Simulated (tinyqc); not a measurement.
Inside a calculation. Method: plane-wave Kohn-Sham cycle with exchange-only LDA in a layered model solid. Computed by tinyqc, a small Python program that keeps every step. Settings: points = 16, plane-wave index or count = 3, electrons = 2, k points = 1, area = 38.0, mixing = 0.3, iteration cap = 57. Command: `OMP_NUM_THREADS=1 python tinyqc.py 27518 27519 out.jsonl` (the two numbers bound the seeds that draw the settings). One thread of a shared host (Intel(R) Xeon(R) Processor @ 2.60GHz), about 0.01 s of CPU time with the checks. Later iterations appear only in the table of the cycle.

## Iteration 1: potential

A solid whose potential varies along x alone (atomic units):
```
parameter                      value
period a                   12.400000
cross-section of the cell  38.000000
electrons per cell                 2
grid points                       16
plane waves -n..n, n               3
k points                           1
V1 in V1 cos(2 pi x/a)     -0.520000
V2 in V2 cos(4 pi x/a)     -0.240000
```

density at the start, on the grid x_j = j a/N (e/bohr^3): 0.0042445  0.0042445  0.0042445  0.0042445  0.0042445  0.0042445  0.0042445  0.0042445  0.0042445  0.0042445  0.0042445  0.0042445  0.0042445  0.0042445  0.0042445  0.0042445

V_H(G) = 4 pi rho(G)/G^2 for G != 0 (uniform background); v_x = -(3 rho/pi)^(1/3); V = V_ext + V_H + v_x; Fourier components f(G_m) = (1/N) sum_j f(x_j) exp(-i G_m x_j).

Potentials on the grid (hartree):
```
x            V_ext      V_H       v_x         V
0.00000   -0.76000  0.00000  -0.15944  -0.91944
0.77500   -0.65012  0.00000  -0.15944  -0.80956
1.55000   -0.36770  0.00000  -0.15944  -0.52714
2.32500   -0.02929  0.00000  -0.15944  -0.18873
3.10000    0.24000  0.00000  -0.15944   0.08056
3.87500    0.36870  0.00000  -0.15944   0.20926
4.65000    0.36770  0.00000  -0.15944   0.20826
5.42500    0.31071  0.00000  -0.15944   0.15127
6.20000    0.28000  0.00000  -0.15944   0.12056
6.97500    0.31071  0.00000  -0.15944   0.15127
7.75000    0.36770  0.00000  -0.15944   0.20826
8.52500    0.36870  0.00000  -0.15944   0.20926
9.30000    0.24000  0.00000  -0.15944   0.08056
10.07500  -0.02929  0.00000  -0.15944  -0.18873
10.85000  -0.36770  0.00000  -0.15944  -0.52714
11.62500  -0.65012  0.00000  -0.15944  -0.80956
```

V(G_m), m = 0, 1, 2, ... (hartree): -0.15944  -0.26000  -0.12000  0.00000  0.00000  0.00000  0.00000

## Iteration 1: Hamiltonian at one k

k = 0.00000 2 pi / a

H(m,m') = (k + G_m)^2/2 delta + V(G_m - G_m'), with V(-G) = V(G).

H (hartree):
```
          -3        -2        -1        +0        +1        +2        +3
-3   0.99595  -0.26000  -0.12000   0.00000   0.00000   0.00000   0.00000
-2  -0.26000   0.35407  -0.26000  -0.12000   0.00000   0.00000   0.00000
-1  -0.12000  -0.26000  -0.03106  -0.26000  -0.12000   0.00000   0.00000
+0   0.00000  -0.12000  -0.26000  -0.15944  -0.26000  -0.12000   0.00000
+1   0.00000   0.00000  -0.12000  -0.26000  -0.03106  -0.26000  -0.12000
+2   0.00000   0.00000   0.00000  -0.12000  -0.26000   0.35407  -0.26000
+3   0.00000   0.00000   0.00000   0.00000  -0.12000  -0.26000   0.99595
```

## Iteration 1: levels at that k

Diagonalise the Hermitian matrix.

eigenvalues (hartree): -0.63453  -0.12290  0.17290  0.40890  0.47303  1.08882  1.09224

## Iteration 1: new density

Motion across x is left out: the lowest 1 band(s) hold two electrons at each of the k points (j + 1/2)/nk - 1/2. Residual R = rho(out) - rho(in); rho(new) = rho(in) + 0.3 R. rho(out) = 2/(a A nk) sum |psi|^2 with psi = sum c exp(i G x). Harris energy E = band energy - dV sum rho (V_H/2 + v_x) + (3/4) dV sum rho v_x with rho(in), dV = a A/N, band energy = (2/nk) sum of the filled levels.

rho(out) (e/bohr^3): 0.0207332  0.0155814  0.0064332  0.0013633  0.0001622  0.0000327  0.0000151  0.0000005  0.0000016  0.0000005  0.0000151  0.0000327  0.0001622  0.0013633  0.0064332  0.0155814

density after iteration 1 (e/bohr^3): 0.0091911  0.0076456  0.0049011  0.0033801  0.0030198  0.0029809  0.0029757  0.0029713  0.0029716  0.0029713  0.0029757  0.0029809  0.0030198  0.0033801  0.0049011  0.0076456

energy per cell = -1.1893450 hartree

## Iteration 2: potential

As before.

Potentials on the grid (hartree):
```
x            V_ext       V_H       v_x         V
0.00000   -0.76000   0.13341  -0.20627  -0.83286
0.77500   -0.65012   0.11579  -0.19400  -0.72832
1.55000   -0.36770   0.07327  -0.16727  -0.46169
2.32500   -0.02929   0.02492  -0.14779  -0.15215
3.10000    0.24000  -0.01765  -0.14234   0.08001
3.87500    0.36870  -0.05116  -0.14172   0.17582
4.65000    0.36770  -0.07515  -0.14164   0.15091
5.42500    0.31071  -0.08956  -0.14157   0.07958
6.20000    0.28000  -0.09436  -0.14158   0.04406
6.97500    0.31071  -0.08956  -0.14157   0.07958
7.75000    0.36770  -0.07515  -0.14164   0.15091
8.52500    0.36870  -0.05116  -0.14172   0.17582
9.30000    0.24000  -0.01765  -0.14234   0.08001
10.07500  -0.02929   0.02492  -0.14779  -0.15215
10.85000  -0.36770   0.07327  -0.16727  -0.46169
11.62500  -0.65012   0.11579  -0.19400  -0.72832
```

V(G_m), m = 0, 1, 2, ... (hartree): -0.15628  -0.21794  -0.11873  -0.00143  -0.00045  0.00011  0.00013

## Iteration 2: Hamiltonian at one k

k = 0.00000 2 pi / a

As before.

H (hartree):
```
          -3        -2        -1        +0        +1        +2        +3
-3   0.99911  -0.21794  -0.11873  -0.00143  -0.00045   0.00011   0.00013
-2  -0.21794   0.35723  -0.21794  -0.11873  -0.00143  -0.00045   0.00011
-1  -0.11873  -0.21794  -0.02790  -0.21794  -0.11873  -0.00143  -0.00045
+0  -0.00143  -0.11873  -0.21794  -0.15628  -0.21794  -0.11873  -0.00143
+1  -0.00045  -0.00143  -0.11873  -0.21794  -0.02790  -0.21794  -0.11873
+2   0.00011  -0.00045  -0.00143  -0.11873  -0.21794   0.35723  -0.21794
+3   0.00013   0.00011  -0.00045  -0.00143  -0.11873  -0.21794   0.99911
```

## Iteration 2: levels at that k

As before.

eigenvalues (hartree): -0.55722  -0.07233  0.13870  0.40031  0.45102  1.06879  1.07130

## Iteration 2: new density

As before.

rho(out) (e/bohr^3): 0.0204033  0.0154451  0.0065509  0.0014865  0.0002058  0.0000452  0.0000192  0.0000012  0.0000008  0.0000012  0.0000192  0.0000452  0.0002058  0.0014865  0.0065509  0.0154451

density after iteration 2 (e/bohr^3): 0.0125548  0.0099854  0.0053960  0.0028120  0.0021756  0.0021002  0.0020887  0.0020803  0.0020804  0.0020803  0.0020887  0.0021002  0.0021756  0.0028120  0.0053960  0.0099854

energy per cell = -1.0637297 hartree

## Convergence

Stop when sqrt(dV sum R^2) is below 1e-8, dV = a A/N.

Course of the cycle:
```
iteration  E (hartree)  norm of the residual
1           -1.1893450              1.45e-01
2           -1.0637297              9.96e-02
3           -1.0004779              6.79e-02
4           -0.9707892              4.61e-02
5           -0.9573142              3.12e-02
6           -0.9513729              2.11e-02
7           -0.9488383              1.43e-02
8           -0.9478043              9.64e-03
9           -0.9474110              6.53e-03
10          -0.9472800              4.43e-03
11          -0.9472493              3.02e-03
...                ...                   ...
38          -0.9472978              2.58e-07
39          -0.9472978              1.85e-07
40          -0.9472978              1.33e-07
41          -0.9472978              9.54e-08
42          -0.9472978              6.85e-08
43          -0.9472978              4.92e-08
44          -0.9472978              3.53e-08
45          -0.9472978              2.53e-08
46          -0.9472978              1.82e-08
47          -0.9472978              1.31e-08
48          -0.9472978              9.37e-09
```

Converged in 48 iterations. Before convergence this energy mixes input and output and is not variational, so it may rise towards its limit.
